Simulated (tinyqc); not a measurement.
Electrons shared among three sets of ellipsoidal valleys: sweeps and comparisons. A value that a table varies takes the place of the one given here.

F_j(eta) = (1/Gamma(j + 1)) integral_0^infinity x^j dx/(1 + exp(x - eta)), which tends to exp(eta) for eta << 0.

Sets X, L, Gamma: N_i = M_i times N = 2 (m kB T/(4 pi c))^(3/2) with c = hbar^2/2m0, in 1/angstrom^3; times 1e24 for 1/cm^3, m = (ml mt^2)^(1/3); n = sum_i N_i F_1/2((EF - dE_i)/kT), energies from the edge of the first set; mu_drift = sum of share times mobility.

Constants: hbar^2/2m0 = 3.80998211 eV angstrom^2; kB = 8.617333262e-05 eV/K.

Inputs chosen for the exercise (masses and offsets near those of AlAs; mobilities are free inputs, held fixed; shifted at random, so the results belong to these values and not to a real crystal):

| symbol | value | unit | meaning |
|---|---|---|---|
| dE | (0, 0.227, 0.816) | eV | edges of X, L, Gamma above the first |
| M | (3, 4, 1) |  | valleys in each set |
| ml | (1.014, 1.358, 0.152) | m0 | longitudinal masses of X, L, Gamma |
| mt | (0.2196, 0.1445, 0.152) | m0 | transverse masses |
| mu | (260, 450, 1300) | cm^2/(V s) | mobility of each set |
| n | 4.1e+16 | 1/cm^3 | total electron density |
| T | 400 | K |  |

## Transfer between valleys with temperature

Offsets, masses and mobilities are held fixed; n is fixed too, so the high values of T stand for hot electrons, not for the lattice.

Populations:

| T (K) | EF (eV) | share X | share L | share Gamma | mu_drift |
|---|---|---|---|---|---|
| 77 | -0.0263 | 1.0000 | 0.0000 | 0.0000 | 260 |
| 150 | -0.0642 | 1.0000 | 0.0000 | 0.0000 | 260 |
| 300 | -0.1553 | 0.9998 | 0.0002 | 0.0000 | 260 |
| 450 | -0.2566 | 0.9971 | 0.0029 | 0.0000 | 261 |
| 600 | -0.3649 | 0.9876 | 0.0124 | 0.0000 | 262 |
| 900 | -0.5977 | 0.9484 | 0.0516 | 0.0000 | 270 |
| 1200 | -0.8472 | 0.8984 | 0.1016 | 0.0000 | 279 |
| 2000 | -1.5672 | 0.7857 | 0.2137 | 0.0006 | 301 |

What does this show?

The share of X goes from 1.000 to 0.786 and the mean mobility from 260 to 301 cm^2/(V s). X holds more than L throughout. The share of Gamma is at most 0.00062.

## Transfer between valleys with doping

Parabolic valleys; band tails and gap narrowing are left out.

Populations:

| n (1/cm^3) | EF (eV) | share X | share L | share Gamma | mu_drift |
|---|---|---|---|---|---|
| 1.0e+16 | -0.2706 | 0.9986 | 0.0014 | 0.0000 | 260 |
| 1.0e+17 | -0.1912 | 0.9986 | 0.0014 | 0.0000 | 260 |
| 1.0e+18 | -0.1114 | 0.9986 | 0.0014 | 0.0000 | 260 |
| 3.0e+18 | -0.0726 | 0.9985 | 0.0015 | 0.0000 | 260 |
| 1.0e+19 | -0.0278 | 0.9984 | 0.0016 | 0.0000 | 260 |
| 3.0e+19 | 0.0194 | 0.9979 | 0.0021 | 0.0000 | 260 |
| 1.0e+20 | 0.0918 | 0.9949 | 0.0051 | 0.0000 | 261 |

How do the results move?

The share of X goes from 0.999 to 0.995 and the mean mobility from 260 to 261 cm^2/(V s). X holds more than L throughout. The share of Gamma is at most 1.7e-11.

## Moving the second set by strain or alloying

The second entry of dE is replaced by the values listed; a negative value puts that set lowest.

Populations:

| offset (eV) | EF (eV) | share X | share L | share Gamma | mu_drift |
|---|---|---|---|---|---|
| -0.100 | -0.3242 | 0.0514 | 0.9486 | 0.0000 | 440 |
| -0.050 | -0.2796 | 0.1876 | 0.8124 | 0.0000 | 414 |
| 0.000 | -0.2461 | 0.4962 | 0.5038 | 0.0000 | 356 |
| 0.025 | -0.2357 | 0.6704 | 0.3296 | 0.0000 | 323 |
| 0.050 | -0.2293 | 0.8077 | 0.1923 | 0.0000 | 297 |
| 0.100 | -0.2238 | 0.9471 | 0.0529 | 0.0000 | 270 |
| 0.150 | -0.2223 | 0.9871 | 0.0129 | 0.0000 | 262 |
| 0.200 | -0.2220 | 0.9969 | 0.0031 | 0.0000 | 261 |
| 0.300 | -0.2219 | 0.9998 | 0.0002 | 0.0000 | 260 |

How do the results move?

The share of X goes from 0.051 to 1.000 and the mean mobility from 440 to 260 cm^2/(V s). X and L hold equal numbers between offset = 0 and 0.025 eV. The share of Gamma is at most 4.7e-12. With Boltzmann statistics the first two sets are equal at kT ln(N_2/N_1) = 0.0005 eV.

## What moves the populations

All else solved anew. Each row changes one parameter from the base and keeps the others.

Results:

| case | EF (eV) | share X | share L | share Gamma | mu_drift (cm^2/(V s)) |
|---|---|---|---|---|---|
| base | -0.2219 | 0.9986 | 0.0014 | 0.0000 | 260 |
| T = 450 K | -0.2566 | 0.9971 | 0.0029 | 0.0000 | 261 |
| n = 1.23e+17 1/cm^3 | -0.1840 | 0.9986 | 0.0014 | 0.0000 | 260 |
| dE = (0, 0.1816, 0.816) eV | -0.2221 | 0.9948 | 0.0052 | 0.0000 | 261 |
| mt = (0.2196, 0.1734, 0.152) m0 | -0.2220 | 0.9983 | 0.0017 | 0.0000 | 260 |
| ml = (1.014, 1.6296, 0.152) m0 | -0.2219 | 0.9985 | 0.0015 | 0.0000 | 260 |
| mu = (312, 450, 1300) cm^2/(V s) | -0.2219 | 0.9986 | 0.0014 | 0.0000 | 312 |

What can be read from the table?

The largest shifts from the base row, up to three for each result and ties (the steps differ in size, so this ranks the rows, not the parameters). EF (eV): n +0.0379, T -0.0347, dE -0.0001; unchanged at the printed digits by ml and mu. share X: dE -0.0038, T -0.0015, mt -0.0003; unchanged at the printed digits by n and mu. share L: dE +0.0038, T +0.0015, mt +0.0003; unchanged at the printed digits by n and mu. share Gamma: unchanged at the printed digits by T, n, dE, mt, ml and mu. mu_drift (cm^2/(V s)): mu +52, dE +1, T +0; unchanged at the printed digits by n, mt and ml.

(tinyqc, `OMP_NUM_THREADS=1 python tinyqc.py 1650185 1650186 out.jsonl`, Intel(R) Xeon(R) Processor @ 2.30GHz, 1 thread, shared host, about 0.02 s.)
